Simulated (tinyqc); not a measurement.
Classical nucleation, growth and JMAK kinetics of crystallisation from a melt or glass: one step, computed by the program tinyqc.

A spherical nucleus cap on a flat wall with a sharp interface of isotropic energy gamma; lambda = Omega^(1/3) is the jump distance.

Task: Fraction transformed and grain size. JMAK with steady nucleation and growth, nuclei spread at random: extended fraction X_e = (pi/3) I u^3 t^4, X = 1 - exp(-X_e); t_X = [-3 ln(1 - X)/(pi I u^3)]^(1/4); final grains per volume = Gamma(5/4) (3/pi)^(1/4) (I/u)^(3/4), Gamma(5/4) = 0.9064024771. Grain size = (grains per volume)^(-1/3).

Inputs (values chosen for the exercise, for a model substance): temperature T = 996 K; wall area per volume S_v = 1.8e+07 1/m; time t = 0.0083 s.

Nucleation: on a flat wall. Driving force: Thompson-Spaepen.

nucleation rate I = 1.401579e+23 1/(m^3 s)

growth velocity u = 4.468416e-09 m/s

Give: extended fraction; fraction X at t; half time t_0.5; grains per volume; grain size.

Result:

extended fraction = 6.215e-11

fraction X at t = 6.215e-11

half time t_0.5 = 2.697 s

grains per volume = 3.755e+23 1/m^3

grain size = 0.01386 micrometre

t is 0.0031 half times: nearly nothing has crystallised. Caution: grains come out smaller than the spacing of the walls, so nuclei are not spread at random as JMAK assumes.
